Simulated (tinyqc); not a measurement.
Worked calculation: band-to-band tunnelling across a p-n junction in a two-band chain. Values are carried at full precision from step to step, so a last printed digit may differ when a step is redone from the rounded ones.

Sites alternate A at -Eg/2 and C at +Eg/2 with hopping -t; near the edges, with k counted from the zone boundary pi/a, E^2 = (Eg/2)^2 + (t a k)^2, so t = sqrt(c Eg/m)/a gives the mass m, c = hbar^2/2m0. In the gap cosh(q a) = 1 + (Eg^2/4 - e^2)/(2 t^2), e the energy from the local mid-gap. The potential is V0 = Eg + ov on the p side (left), 0 on the n side, and falls linearly over the 2N sites of the junction, V_j = V0 (1 - j/(2N + 1)), j = 1 to 2N, site 1 being A. E = Eg/2 + x ov. A half chain that ends on a site of level e1 with neighbour e2 has g = (1 + z)/(E - e1), z = exp(-/+ i k a) the root with Im g < 0, cos(k a) = (E - e1)(E - e2)/(2 t^2) - 1. S_L = t^2 g (ending on C, shifted by V0), S_R = t^2 g (starting on A). T = 4 Im(S_L) Im(S_R) |G_(1,2N)|^2.

Constants: hbar^2/2m0 = 3.80998211 eV angstrom^2.

Values chosen for the exercise (gap and mass near those of InSb; the results hold for these values, not for the real material): Eg = 0.175 eV (gap); m = 0.0141 m0 (mass of electron and light hole); a = 6 angstrom (period (two sites)); ov = 0.38 eV (overlap: top of the valence band on the p side above the conduction edge on the n side); N = 5 (periods in the small junction); x = 0.25 (energy above the n-side conduction edge, as a share of ov).

## Hopping, field and tunnelling length

Form t, V0, E, the field F = V0/((2N + 1) a/2) (1 V/angstrom = 100 MV/cm) and the length Eg/F over which E lies in the gap.

t = 1.1461 eV
V0 = 0.5550 eV
E = 0.1825 eV
F = 1.682 MV/cm
tunnelling length = 10.41 angstrom

So short a junction keeps the matrix small; its field is of the size of the 1 to 3 MV/cm of tunnel diodes.

## Self-energies of the two sides

Form cos(k a) and S for each side.

cos(k a): left -0.950096, right -0.990236

S_L, S_R (eV): [-0.14250-0.89079i, 0.04750-0.67817i]

## Recursive Green function

g_1 = 1/(E - e_1 - S_L); g_j = 1/(E - e_j - t^2 g_(j-1)), with S_R also subtracted at the last site; G_1j = G_1(j-1) (-t) g_j, G_11 = g_1; e_j is the site level plus V_j. The self-energies stand in the order S_L, S_R.

Sweep:
```
j   e_j (eV)       g_j (1/eV)      G_1j (1/eV)
1     0.4170  -0.1148-1.1107i  -0.1148-1.1107i
2     0.5416  -0.0959-0.6717i   0.8425-0.2105i
3     0.3161  -0.0098-1.1333i   0.2828+1.0919i
4     0.4407  -0.1078-0.6540i  -0.7835+0.3469i
5     0.2152   0.1451-1.1457i  -0.3251-1.0865i
6     0.3398  -0.1458-0.6308i   0.7311-0.4166i
7     0.1143   0.3445-1.0989i   0.2361+1.0853i
8     0.2389  -0.2172-0.6162i  -0.7077+0.4369i
9     0.0134   0.5274-0.9394i  -0.0426-1.0260i
10    0.1380  -0.1680-0.4618i   0.5349-0.2202i
```

T = 0.8085

## WKB for the same field

T = exp(-2 I/F), I = integral of q de across the gap. Continuum: q = sqrt(Eg^2/4 - e^2)/(t a), I = pi Eg^2/(8 t a). Lattice: q from the cosh formula, 12 Gauss-Legendre points in u with e = (Eg/2) sin(u), u from -pi/2 to pi/2. F in V/angstrom is the value in MV/cm over 100.

I (eV/angstrom): continuum 0.001749, lattice 0.001749

T by WKB: continuum 0.8122, lattice 0.8123

The chain gives 0.8085, 0.995 times the lattice WKB value; the exponent is only 0.21, and reflections at the two kinks of the potential count.

## Checks

- G_(1,2N) from the sweep against inversion of the whole matrix (size): both 0.57843.

Computed by tinyqc, a small Python program: `OMP_NUM_THREADS=1 python tinyqc.py 1482883 1482884 out.jsonl` (the numbers bound the seed that draws the inputs); one thread of a shared host (Intel(R) Xeon(R) Processor @ 2.30GHz), about 0.01 s for the whole set of steps.
